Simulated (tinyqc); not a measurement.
Tight binding, honeycomb lattice, step by step. One step of it, computed by the program tinyqc.

Problem. Levels at k. Diagonalise the Hermitian matrix.

H(k) at k (eV), order A, B:
$$\begin{pmatrix}
0.620000 & -1.763657+1.281372i \\
-1.763657-1.281372i & -0.620000
\end{pmatrix}$$

Give: eigenvalues; weights |c|^2 of the basis functions.

Solution.

eigenvalues (eV): [-2.266, 2.266]

weights |c|^2 of the basis functions, order A, B:
$$\begin{pmatrix}
0.363 & 0.637 \\
0.637 & 0.363
\end{pmatrix}$$
